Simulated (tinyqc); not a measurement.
# p-type polysilicon, carrier trapping at grain boundaries, step by step

tinyqc, about 0.01 s, one thread, Intel Xeon 2.30GHz (shared host): `OMP_NUM_THREADS=1 python tinyqc.py 2830157 2830158 out.jsonl` Printed values are rounded.

One-dimensional grains of size Lg, uniform ionised doping N, monovalent traps Qt at each boundary at a depth Et below (for electrons) or above (for holes) the band edge there, abrupt depletion of width W on each side of a boundary, Boltzmann statistics. xi is the distance from the band edge at the grain centre to the Fermi level. Trapped charge Qt/(1 + exp((xi + VB - Et)/Vt)) = 2 N W, barrier VB = q N W^2/(2 eps0 eps_r).

Inputs (values chosen for the exercise); values of the order met in polycrystalline silicon: temperature T = 300 K; relative permittivity eps_r = 11.7; valence-band density of states at T NB = 2.65e19 cm^-3; grain size Lg = 66 nm; trap density of a grain boundary Qt = 4e12 cm^-2; depth of the trap level from the majority band edge at the boundary Et = 0.31 eV; mass for thermionic emission ms = 0.36 m0; correction factor of the emission rate fe = 0.25; mobility inside the grains mug = 53 cm^2/(V s); doping N = 3.3e18 cm^-3.

Constants: q = 1.602176634e-19 C, kB = 1.380649e-23 J/K, m0 = 9.1093837015e-31 kg, Vt = kB T/q, eps0 = 8.8541878128e-14 F/cm where lengths are in cm. Results are converted to the units shown.

## Starting value

W = 4.8 nm.

W at the start = 4.8 nm

## Iteration 1: new W

Partly depleted grain, xi = Vt ln(NB/N): f = 1/(1 + exp((xi + VB - Et)/Vt)), g = Qt f - 2 N W, g' = -2 Qt f (1 - f) VB/(W Vt) - 2 N, W(new) = W - g/g'.

VB = 0.05879525 V
f = 0.9995164
g = 8.300657e11 cm^-2
g' = -6.618321e11 cm^-2/nm
W after iteration 1 = 6.054194 nm

## Iteration 2: new W

As before.

VB = 0.09353462 V
f = 0.9981487
g = -3.172910e9 cm^-2
g' = -6.688344e11 cm^-2/nm
W after iteration 2 = 6.049450 nm

## Course of the iteration

Stop when the step is below 1e-10 nm, or after 40 iterations.

Course of the iteration:

| iteration | W before the step (nm) | step (nm) |
|---|---|---|
| 1 | 4.8 | 1.25 |
| 2 | 6.054194 | -4.74e-3 |
| 3 | 6.049450 | -2.01e-7 |
| 4 | 6.049450 | 0 |

Converged in 4 iterations.

## Depletion width, Fermi level and barrier

If the trap equation with xi = Vt ln(NB/N) has a root W < Lg/2, the grain is partly depleted; otherwise W = Lg/2 and the trap equation gives xi = Et - VB + Vt ln(Qt/(N Lg) - 1). N* = Qt/Lg.

N* = 6.060606e17 cm^-3
W = 6.049450 nm
xi = 0.05385546 V
VB = 0.09338808 V
share of traps filled = 0.9981592

N is 5.44 N*, and the grain is partly depleted; VB = 3.61 Vt.

## Resistivity and effective mobility

n0 = NB exp(-xi/Vt); mean density n0 (1 - 2 W/Lg) by charge balance in a partly depleted grain, and n0 (sqrt(pi)/2) erf(u)/u with u = sqrt(VB/Vt) in a fully depleted one; v = sqrt(kB T/(2 pi ms m0)); barrier resistivity Vt exp(VB/Vt)/(q fe n0 v Lg); grain resistivity (1 - 2 W/Lg)/(q n0 mug); effective mobility 1/(q mean density total resistivity).

n0 = 3.3e18 cm^-3
mean density = 2.695055e18 cm^-3
v = 4.483494e6 cm/s
barrier resistivity = 0.2449176 ohm cm
grain resistivity = 0.02914429 ohm cm
resistivity = 0.2740619 ohm cm
effective mobility = 8.450322 cm^2/(V s)

The resistivity is 7.68 times that of a single crystal with the same N and mobility mug, and the mean density is 81.7 % of N.
